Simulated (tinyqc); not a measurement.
Long-channel MOSFET, surface-potential model: one step of the calculation.

n-channel transistor on a uniformly doped p-type body, gradual-channel approximation, constant mobility, Boltzmann statistics, full ionisation. Potentials are counted from the neutral body; V is the electron quasi-Fermi potential, Vsb at the source and Vsb + Vds at the drain. Charges are magnitudes per area.

Problem. Charges and current of the charge-sheet model. psi_0 and psi_L solve Vgs + Vsb - Vfb - psi = gamma sqrt(G) at V = Vsb and Vsb + Vds. Qi = Cox gamma [sqrt(G) - sqrt(psi - Vt)], G = psi - Vt + Vt exp((psi - 2 phiF - V)/Vt), at both ends. With U = Vgs + Vsb - Vfb: drift = mu (W/L) Cox [U (psi_L - psi_0) - (psi_L^2 - psi_0^2)/2 - (2/3) gamma ((psi_L - Vt)^1.5 - (psi_0 - Vt)^1.5)]; diffusion = mu (W/L) Vt (Qi0 - QiL).

Values chosen for this exercise; material values close to those of silicon:
- T = 300 K (temperature)
- Vfb = -0.79 V (flat-band voltage)
- mu = 160 cm^2/(V s) (channel mobility)
- W = 5 um (gate width)
- L = 2 um (gate length)
- Vsb = 0 V (source-body reverse bias)
- Vgs = 0.03 V (gate-source voltage)
- Vds = 0.8 V (drain-source voltage)

Constants: q = 1.602176634e-19 C, kB = 1.380649e-23 J/K, Vt = kB T/q. Results are converted to the units shown.

psi_0 = 0.74858096 V
psi_L = 0.74905461 V
phiF = 0.38635910 V
Cox = 1.3812533 uF/cm^2
gamma = 0.083424605 V^0.5

Give: Qi0; QiL; drift current; diffusion current; drain current.

Solution.

Qi0 = 0.6863 nC/cm^2
QiL = 2.550e-14 nC/cm^2
drift current = 6.502e-5 uA
diffusion current = 0.007097 uA
drain current = 0.007162 uA

Drift carries 0.908 % of the current. The drain end is pinched off: its charge is under 1 % of that at the source.

Numbers from tinyqc (`OMP_NUM_THREADS=1 python tinyqc.py 2360035 2360036 out.jsonl`; about 0.04 s on one thread of a shared Intel Xeon 2.30GHz).
